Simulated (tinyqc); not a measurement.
Gain for each load and current direction: deformation-potential model of the L valleys of a conduction band.

Valleys with axes along [111], [1-1-1], [-11-1] and [-1-11], one whole valley each. Herring-Vogt shift of a valley with unit axis a: dE = Xd tr(e) + Xu a.e.a. Non-degenerate shares n_i = exp(-dE_i/kT)/sum_j exp(-dE_j/kT). Inverse mass tensor of a valley: (1 - a a)/mt + a a/ml; the masses are taken as independent of strain.

s11 = (C11 + C12)/((C11 - C12)(C11 + 2 C12)), s12 = -C12/((C11 - C12)(C11 + 2 C12)), s44 = 1/C44; exx = s11 sxx + s12 (syy + szz) and cyclic, exy = s44 sxy/2; tension is positive. A uniaxial stress X along the unit vector n is s_ij = X n_i n_j.

Constants: kB = 8.617333262e-05 eV/K.

Parameters, chosen for this exercise (near those of Ge; not measured data): ml = 1.54 m0 (longitudinal mass); mt = 0.084 m0 (transverse mass); Xd = -6.8 eV (dilation potential); Xu = 16.18 eV (uniaxial potential); C11 = 135 GPa; C12 = 48.5 GPa; C44 = 70.4 GPa; X1 = 0.6 GPa (size of the stress); T = 350 K (temperature).

Each load has the size X1. Gain m_c(0)/m_c - 1 in per cent from repopulation alone, m_c = 1/(u.M.u), M = sum_i n_i (inverse mass tensor); biaxial means sxx = syy.

Gain (%); + is tension, - compression:
```
load                [100]  [010]  [001]  [110]  [1-10]  [111]
uniaxial [110] (+)    0.0    0.0    0.0   29.6   -29.6   19.7
uniaxial [110] (-)    0.0    0.0    0.0  -29.6    29.6  -19.7
uniaxial [100] (+)    0.0    0.0    0.0    0.0     0.0    0.0
uniaxial [100] (-)    0.0    0.0    0.0    0.0     0.0    0.0
uniaxial [111] (+)    0.0    0.0    0.0   12.8   -12.8   25.5
uniaxial [111] (-)    0.0    0.0    0.0  -28.7    28.7  -57.4
biaxial (001) (+)     0.0    0.0    0.0    0.0     0.0    0.0
biaxial (001) (-)     0.0    0.0    0.0    0.0     0.0    0.0
```

What does the comparison show, and why?

The largest gain is +29.6 %, for uniaxial [110] (+) with the current along [110] and uniaxial [110] (-) with the current along [1-10]; for a [110] channel it is +29.6 %, under uniaxial [110] (+). No gain or loss appears under biaxial (001) and uniaxial [100]: the valleys stay equivalent.

Computed by tinyqc, a small Python program: `OMP_NUM_THREADS=1 python tinyqc.py 1080785 1080786 out.jsonl` (the numbers bound the seed that draws the inputs); one thread of a shared host (Intel(R) Xeon(R) Processor @ 2.30GHz), about 0.04 s for the whole set of steps.
